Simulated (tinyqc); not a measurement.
Stress in a transistor channel from embedded alloy regions, liners and fins, by half-space elasticity: one step, computed by the program tinyqc.

Plane strain in an isotropic half-space, the same constants everywhere; x along the channel from its centre, y downwards from the free surface; stress is positive in tension.

Question. Relaxation at the ends of a cut stripe. Shear-lag estimate for a stripe of length l and height h on a like substrate: the stress along it is s(x)/s_film = 1 - cosh(x/lam)/cosh(l/(2 lam)), lam = (pi/2) g h with g = 1.258; mean = 1 - (2 lam/l) tanh(l/(2 lam)).

Inputs (values chosen for the exercise, modelled on silicon): length of a cut fin or stripe = 380 nm; height of the strained layer h = 36 nm.

Give: transfer length lam; share kept at the centre; share kept on average.

Answer.

transfer length lam = 71.138 nm

share kept at the centre = 0.86227

share kept on average = 0.62916

The ends reach the centre.
